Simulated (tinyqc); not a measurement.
Electron mobility of a polar semiconductor by Rode's iterative solution of the Boltzmann equation: one step, computed by the program tinyqc.

The distribution is f(E) + e F l(E) (-df/dE) cos(theta) for a weak field F, theta counted from the force; l(E) is a mean free path. Elastic processes enter by their momentum rate, polar optical phonons by out- and in-scattering terms. One valley only: where upper valleys lie close, measured mobilities are lower. The density n is prescribed, even where a narrow-gap material would have more intrinsic carriers.

Question. Rates on one ladder of the grid. Kane band: hbar^2 k^2/(2 m) = E (1 + alpha E), speed v = hbar k/(m (1 + 2 alpha E)), states per spin, volume and energy g(E) = m k (1 + 2 alpha E)/(2 pi^2 hbar^2); overlap factors are set to 1. Masses are multiplied by m_0 and all formulas are in SI units. Phonon occupation N_q = 1/(exp(hbar w/(k_B T)) - 1). Acoustic deformation potential (elastic, equipartition, absorption and emission together): 1/tau = 2 pi k_B T D_A^2 g(E)/(hbar rho v_l^2). Piezoelectric (elastic, unscreened, momentum relaxation): 1/tau = e^2 K^2 k_B T m (1 + 2 alpha E)/(2 pi eps_s eps_0 hbar^3 k), with alpha = 0 for a parabolic band. Singly charged impurities, momentum relaxation: 1/tau = N_I e^4 m (1 + 2 alpha E) Phi/(8 pi (eps_s eps_0)^2 hbar^3 k^3), with alpha = 0 for a parabolic band. Brooks-Herring: Phi = ln(1 + b) - b/(1 + b), b = 4 k^2 L_s^2. Polar optical, unscreened: W = e^2 w (1/eps_inf - 1/eps_s) m (1 + 2 alpha E') ln|(k + k')/(k - k')| / (4 pi eps_0 hbar^2 k), times N_q for absorption (E' = E + hbar w) and N_q + 1 for emission (E' = E - hbar w > 0), with alpha = 0 for a parabolic band; mean cosine of the angle <cos> = (k^2 + k'^2)/(2 k k') - 1/ln|(k + k')/(k - k')|. Energy grid E_j = (j + 1/2) hbar w/s, j = 0, 1, ..., up to (max(eta, 0) + 18) k_B T, so that E_j +/- hbar w are grid points; l = 0 beyond the grid; integrals are sums times the spacing. With f' = f(E'): out-scattering S_o = sum over absorption and emission of W (1 - f')/(1 - f); nu = sum of elastic rates; the in-scattering weights are c+ = W_abs <cos> (1 - f')/(1 - f) for E' = E + hbar w and c- likewise for emission.

Inputs (values chosen for the exercise, for a model polar semiconductor):
```
quantity                             value    unit
effective mass m                     0.089     m_0
non-parabolicity alpha                0.63    1/eV
static permittivity eps_s             15.5       -
high-frequency permittivity eps_inf   9.96       -
density rho                           3410  kg/m^3
sound velocity v_l                    6770     m/s
acoustic deformation potential D_A     5.4      eV
optical phonon energy hbar w          40.5     meV
piezoelectric coupling K             0.037       -
temperature T                          400       K
grid points per phonon energy s          6       -
```

Band: Kane. Elastic processes: acoustic, piezoelectric, impurity.

reduced Fermi level eta = 1.010794

ionised impurity density N_I = 3.825000e+18 1/cm^3

screening length L_s = 4.972375 nm

Constants: k_B = 8.617333262e-05 eV/K; k_B = 1.380649e-23 J/K; e = 1.602176634e-19 C; hbar = 1.054571817e-34 J s; m_0 = 9.1093837015e-31 kg; eps_0 = 8.8541878128e-12 F/m; hbar = 6.582119569e-16 eV s.

Give: Points j = s/2, s/2 + s, ... (the first seven rungs, or as many as the grid holds), rates in 1e12/s.

Answer.

Points j = s/2, s/2 + s, ... (the first seven rungs, or as many as the grid holds), rates in 1e12/s:
```
E (meV)     v (m/s)      nu     S_o      c+      c-
23.625   2.9894e+05  29.683  17.527  7.2143   0.000
64.125   4.7512e+05  12.311  23.964  6.7554   4.782
104.625  5.8658e+05   7.653  28.755  6.1645  10.159
145.125  6.6891e+05   5.582  31.733  5.9660  13.546
185.625  7.3365e+05   4.449  32.956  5.9309  15.322
226.125  7.8641e+05   3.756  33.319  5.9454  16.238
266.625  8.3044e+05   3.306  33.383  5.9721  16.774
```

Points one phonon energy apart are coupled only to each other, so the grid falls into s independent ladders. Caution: the gas is degenerate, and screening of the polar coupling, left out here, would raise the mobility.
